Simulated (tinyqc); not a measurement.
# Frequency dispersion of an accumulation capacitance by border traps, distributed model, step by step

Numbers from tinyqc (`OMP_NUM_THREADS=1 python tinyqc.py 2202044 2202045 out.jsonl`; about 0.4 s on one thread of a shared Intel Xeon 2.30GHz). Printed values are rounded.

Traps spread evenly through the insulator exchange electrons with the semiconductor by tunnelling, with tau(x) = t0 exp(2 ka x) at depth x from the interface. The admittance per area Y seen at depth x obeys dY/dx = -Y^2/(i w eps0 eox) + q Nb ln(1 + i w tau)/tau, with Y(0) = i w Cs and w = 2 pi f; the gate sees Y(tox) = G + i w C. Working variable y = Y/(i w), in uF/cm^2. Cox = eps0 eox/tox.

Inputs (values chosen for the exercise); permittivity close to that of hafnium oxide: relative permittivity of the insulator eox = 18.6; insulator thickness tox = 5.9 nm; semiconductor capacitance in accumulation Cs = 2 uF/cm^2; density of border traps Nb = 7.2e19 cm^-3 eV^-1; decay constant of the wave function in the insulator ka = 3.9 1/nm; time constant of a trap at the interface t0 = 8e-11 s; frequency f = 1000 Hz; depth down to which the steps are taken xe = 2.5 nm.

Constants: q = 1.602176634e-19 C, eps0 = 8.8541878128e-14 F/cm where lengths are in cm. Results are converted to the units shown.

## Scales and lumped estimate

Cox; trap-free value 1/(1/Cox + 1/Cs); response depth d = ln(1/(w t0))/(2 ka), where w tau = 1; lumped estimate: all traps within d act as C_bt = q Nb d placed at d/2, so C = 1/{1/[1/(1/Cs + d/(2 eps0 eox)) + C_bt] + (tox - d/2)/(eps0 eox)}.

Cox = 2.791320 uF/cm^2
trap-free C = 1.165157 uF/cm^2
d = 1.859405 nm
C_bt = 2.144949 uF/cm^2
lumped C = 1.800257 uF/cm^2

The traps within reach amount to 1.07 Cs and lie in the first 31.5 % of the insulator.

## Midpoint steps through the active depth

In terms of y: dy/dx = -y^2/(eps0 eox) + s(x), s = q Nb ln(1 + z)/z, z = i w tau. 10 midpoint steps of h = xe/10: y_half = y + (h/2) y'(x, y), y(new) = y + h y'(x + h/2, y_half).

```
point  x (nm)    s (uF/(cm^2 nm))         y (uF/cm^2)
0           0  1.153567+0.000000i  2.000000+0.000000i
1        0.25  1.153567-0.000002i  2.220562+0.000000i
2         0.5  1.153567-0.000014i  2.426730-0.000002i
3        0.75  1.153567-0.000101i  2.618245-0.000011i
4           1  1.153567-0.000708i  2.795118-0.000076i
5        1.25  1.153539-0.004973i  2.957596-0.000531i
6         1.5  1.152158-0.034892i  3.106073-0.003722i
7        1.75  1.090525-0.225782i  3.238816-0.025834i
8           2  0.481007-0.442888i  3.290048-0.125527i
9        2.25  0.083501-0.167065i  3.180891-0.183753i
10        2.5  0.012198-0.038968i  3.042223-0.186029i
```

## Capacitance and conductance at the gate

y at xe = 3.042223-0.186029i uF/cm^2

Beyond xe the traps are ignored, so 1/y(tox) = 1/y(xe) + (tox - xe)/(eps0 eox); C = Re y, G/w = -Im y, loss tangent G/(w C).

y at the gate = 1.870261-0.070144i uF/cm^2
C = 1.870261 uF/cm^2
G/w = 0.07014436 uF/cm^2
loss tangent = 0.03750512

A fine integration over the whole insulator gives C = 1.8724 and G/w = 0.07205 uF/cm^2; the coarse G/w is 2.6 % below that. The fine C is 61 % above the trap-free value, and the lumped estimate is 3.9 % below the fine result.
